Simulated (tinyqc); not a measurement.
Arrhenius plot from several rate windows.

Emission rate en = sn vth(T) Nc(T) exp(-Et/kB T) = sn g T^2 exp(-Et/kB T), g = vth Nc/(300 K)^2, as vth goes as T^0.5 and Nc as T^1.5 (degeneracy factor 1). Each window ew gives the temperature where en = ew.

Values chosen for this exercise; material values close to those of silicon:
- Nc = 2.85e19 cm^-3 (conduction-band density of states at 300 K)
- vth = 2.3e7 cm/s (thermal velocity at 300 K)
- Et = 0.31 eV (depth of the trap below the conduction edge)
- sn = 3.2e-14 cm^2 (capture cross-section)

Constants: q = 1.602176634e-19 C, kB = 1.380649e-23 J/K. Results are converted to the units shown.

Results:
```
ew (1/s)  T peak (K)  q/kB T (1/eV)  ln(ew/T^2)   ln ew
1.7            126.6          91.67      -9.151  0.5306
5.1            131.3          88.36      -8.126   1.629
15             136.3          85.13      -7.122   2.708
140            147.9          78.45      -5.052   4.942
430            154.5          75.11      -4.017   6.064
1300           161.6          71.83      -3.000   7.170
3900           169.2          68.58      -1.994   8.269
```

Estimate the missing row, ew = 47 1/s.

Computed row:
```
ew (1/s)  T peak (K)  q/kB T (1/eV)  ln(ew/T^2)  ln ew
47             142.0          81.71      -6.062  3.850
```

With this row back in the table: The peak rises from 127 to 169 K. ln(ew/T^2) against q/kB T is a straight line of slope -0.3100 eV, the trap depth. Its intercept gives sn = 3.20e-14 cm^2. Leaving out the T^2 gives 0.3351 eV, too high by about 2 kB T.

tinyqc, about 0.01 s, one thread, Intel Xeon 2.30GHz (shared host): `OMP_NUM_THREADS=1 python tinyqc.py 2050102 2050103 out.jsonl`
